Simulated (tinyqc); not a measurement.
Gain factor and gap resistance from two string resistances.

Question. At small bit-line voltage each of the 96 cells has the resistance 1/(K x) at overdrive x (no mobility reduction) in series with a gap resistance Rg. Find K, Rg and the share of the gaps at the higher overdrive.

resistance of a string of 96 equal cells at overdrives of 3.8 and 8.8 V (kohm): [4283.3684, 2040.5455]

Solution. The resistance per cell is a straight line in 1/x with slope 1/K and intercept Rg.

K = 6.40 uA/V^2
Rg = 3.50 kohm
share of the gaps = 16.5 %

Computed by the program tinyqc: `OMP_NUM_THREADS=1 python tinyqc.py 2142129 2142130 out.jsonl`, one thread of a shared Intel Xeon 2.30GHz, about 0.8 s for the whole run.
